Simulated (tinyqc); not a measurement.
BCS gap equation with a constant attraction inside the Debye window: one step, computed by the program tinyqc.

Pairs attract with strength V for |xi| < k_B Theta; N(0) is the density of states for one spin. Energies are given as temperatures (E/k_B, in K) unless marked.

Problem. One evaluation of the gap equation. Gap equation: 1/(N(0)V) = I(Delta, T) = int_0^Theta tanh(E/2T)/E d xi, E = sqrt(xi^2 + Delta^2); 64 Gauss-Legendre points in y with xi = max(Delta, T) sinh(y). Take Delta = Delta_0 as the trial; the fixed-point update is Delta(new) = N(0)V Delta I(Delta, T).

Inputs (values chosen for the exercise, modelled on tantalum): coupling N(0)V = 0.238; Debye temperature Theta = 257 K; temperature T = 1.36 K.

Solver: secant.

Delta_0 = 7.696508 K

Give: I(Delta_0, T); updated Delta.

Solution.

I(Delta_0, T) = 4.1981

updated Delta = 7.6899 K
